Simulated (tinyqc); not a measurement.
# Composition from the perpendicular lattice constant

Question. The layer is x parts of the first compound and 1 - x of the second, grown coherently on the third as substrate and barrier. Rows of the table: lattice constant a, average valence level Ea on an absolute scale, spin-orbit splitting so, gaps at Gamma, X and L, hydrostatic deformation potentials av and ac (Gamma), shear potential b, elastic constants, electron and heavy-hole (along z) masses. All are interpolated linearly in x; gaps get -C x (1 - x), taken wholly in the conduction band; real line-ups can differ from this model by 0.1 eV or more. In-plane strain e = (a_substrate - a)/a, e_z = -2 (c12/c11) e, volume change 2 e + e_z. X-ray diffraction gives a_z = a (1 + e_z) of the coherent layer. Find x, e and the relaxed Gamma gap.

Values chosen for this exercise:

| symbol | value | unit | meaning |
|---|---|---|---|
| CG | 0.65 | eV | bowing of the Gamma gap |
| CX | 0.2 | eV | bowing of the X gap |
| CL | 1.03 | eV | bowing of the L gap |

Binary compounds, values chosen for the exercise:

|  | close to InP | close to GaP | close to GaAs |
|---|---|---|---|
| a (angstrom) | 5.869 | 5.451 | 5.653 |
| Ea (eV) | -7.04 | -7.4 | -6.92 |
| so (eV) | 0.111 | 0.0801 | 0.336 |
| EG (eV) | 1.32 | 2.78 | 1.41 |
| EX (eV) | 2.18 | 2.28 | 1.89 |
| EL (eV) | 1.91 | 2.59 | 1.69 |
| av (eV) | 1.26 | 1.7 | 1.16 |
| ac (eV) | -5.04 | -7.04 | -7.15 |
| b (eV) | -1.72 | -1.79 | -1.71 |
| c11 (GPa) | 100 | 142 | 120 |
| c12 (GPa) | 56.9 | 61.3 | 54.6 |
| me (m0) | 0.0812 | 0.131 | 0.0674 |
| mh (m0) | 0.53 | 0.325 | 0.351 |

lattice constant along the growth direction = 5.55298428 angstrom

Solution. a_z changes steadily with x, about (1 + 2 c12/c11) times as fast as the relaxed lattice constant, so one composition matches.

x = 0.3600
e = 0.9198 %
relaxed Gamma gap = 2.105 eV

tinyqc, about 0.01 s, one thread, Intel Xeon 2.30GHz (shared host): `OMP_NUM_THREADS=1 python tinyqc.py 2690090 2690091 out.jsonl`
